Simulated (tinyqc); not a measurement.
Lattice vibrations of a chain, step by step. One step of it, computed by the program tinyqc.

Question. Frequencies. omega^2 are the eigenvalues; wavenumber = 521.4708 sqrt(eigenvalue) 1/cm.

D(q) (eV/(angstrom^2 u)), lower triangle (Hermitian):
```
                    1          2          3         4
1            1.737430
2           -0.415326   0.285405
3            0.000000  -0.097517   0.330409
4  0.000000-0.519749i   0.000000  -0.373034  0.925659
```

Give: eigenvalues; wavenumbers; weights |e|^2 of the mass-weighted modes.

Answer.

eigenvalues: 0.034  0.241  0.920  2.084

wavenumbers (1/cm): 96.2  256.0  500.2  752.8

weights |e|^2 of the mass-weighted modes:
```
        mode 1  mode 2  mode 3  mode 4
atom 1   0.061   0.039   0.129   0.771
atom 2   0.354   0.543   0.061   0.041
atom 3   0.426   0.327   0.239   0.008
atom 4   0.159   0.092   0.571   0.179
```
